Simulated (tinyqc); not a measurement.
# Worked calculation: metal-interlayer-semiconductor contact, depinning against tunnelling resistance

Program tinyqc, `OMP_NUM_THREADS=1 python tinyqc.py 2270138 2270139 out.jsonl`; Intel Xeon 2.30GHz, shared host, one thread, about 0.03 s. Printed values are rounded.

Zero bias, n-type semiconductor. Gap states at the semiconductor surface thin out as exp(-be ti), which unpins the barrier; electrons must then cross the interlayer (a rectangular barrier, no voltage drop across it) and the parabolic depleted layer, both by WKB. Energies E are counted from the Fermi level; no image force, parabolic bands.

Values chosen for this exercise; semiconductor values close to those of germanium; interlayer mass of the order of that in silicon nitride, offset chosen freely: temperature T = 400 K; band gap Eg = 0.686 eV; relative permittivity eps_r = 16.2; electron affinity chi = 4.08 eV; conduction-band density of states at T Nc = 1.6e19 cm^-3; tunnelling mass in the semiconductor mt = 0.117 m0; Richardson mass mA = 1.14 m0; donor density Nd = 2.5e18 cm^-3; charge-neutrality level above the valence band E0 = 0.093 eV; pinning factor without interlayer S0 = 0.049; metal work function phiM = 4.14 eV; interlayer thickness ti = 0.5 nm; conduction-band offset of the interlayer above the semiconductor dE = 2.04 eV; tunnelling mass in the interlayer mi = 0.43 m0; decay constant of gap states through the interlayer be = 2.6 1/nm.

Constants: q = 1.602176634e-19 C, kB = 1.380649e-23 J/K, eps0 = 8.8541878128e-12 F/m, hbar = 1.054571817e-34 J s, h = 6.62607015e-34 J s, m0 = 9.1093837015e-31 kg, Vt = kB T/q, hbar^2/(2 m0) = 0.0380998212 eV nm^2. Results are converted to the units shown.

## Pinning, barrier and scales

S = 1/(1 + (1/S0 - 1) exp(-be ti)); phiB = S (phiM - chi) + (1 - S)(Eg - E0); xi = Ec - EF deep inside, from Nd = Nc F(-xi/Vt), F(x) = (2/sqrt(pi)) int_0^infinity sqrt(u) du/(1 + exp(u - x)); band bending U = phiB - xi; E00 = (hbar/2) sqrt(Nd/(eps0 eps_r mt m0)) in volts; A = 4 pi q mA m0 kB^2/h^3.

S = 0.1589992
phiB = 0.5082534 eV
xi = 0.06208532 eV
U = 0.4461681 eV
E00 = 0.02132293 eV
A = 136.9975 A/(cm^2 K^2)

The interlayer moves the barrier from 0.567 eV to 0.508 eV; the unpinned limit is phiM - chi = 0.0600 eV. E00/Vt = 0.619: by the usual rule of thumb (0.5 to 5) thermionic-field emission.

## Exponents and integrand on an energy grid

E, point 0 to 16 (eV): 0.07  0.10688  0.14375  0.18063  0.2175  0.25438  0.29125  0.32813  0.365  0.40188  0.43875  0.47563  0.5125  0.54938  0.58625  0.62313  0.66

With U = phiB - xi: for xi < E < phiB, y = (E - xi)/U and G1 = (U/E00) [sqrt(1 - y) - y ln((1 + sqrt(1 - y))/sqrt(y))], G1 = 0 above phiB; G2 = 2 ti sqrt(mi max(phiB + dE - E, 0)/C), C = hbar^2/(2 m0); f = 1/(1 + exp(E/Vt)); integrand exp(-G1 - G2) f.

```
point        G1        G2            f  integrand (1e-8)
0      19.73399  5.288660    0.1160078          0.000158
1      16.03043  5.249161   0.04307727          0.002470
2      13.19495  5.209373   0.01521152          0.015462
3      10.80524  5.169268  0.005270685          0.060845
4       8.73460  5.128861  0.001814812          0.172985
5       6.91961  5.088122  6.232787e-4          0.380004
6       5.32606  5.047065  2.139531e-4          0.668850
7       3.93237  5.005660  7.340271e-5          0.963770
8       2.72833  4.963921  2.518787e-5          1.149453
9       1.71050  4.921816  8.640345e-6          1.138032
10      0.88635  4.879360  2.964777e-6          0.928914
11      0.27997  4.836520  1.017010e-6          0.609903
12      0.00000  4.793308  3.489667e-7          0.289119
13      0.00000  4.749692  1.197062e-7          0.103598
14      0.00000  4.705683  4.107476e-8          0.037147
15      0.00000  4.661246  1.408989e-8          0.013322
16      0.00000  4.616394  4.834661e-9          0.004781
```

## Contact resistivity

1/rho_c = (A T^2/Vt^2) I, with I the trapezoid sum of the integrand over the grid.

I = 2.410277e-9 eV
rho_c = 0.022489 ohm cm^2

A fine grid from xi upwards gives rho_c = 0.02247 ohm cm^2; the coarse value is 0.10 % above it. The integrand peaks at E = 0.38 eV, and 4.8 % of the current flows above phiB. Tunnelling through the interlayer costs a factor of 142 at this barrier height; the bare contact (ti = 0) has rho_c = 6.75e-4 ohm cm^2, so with the interlayer rho_c is 33.3 times that.
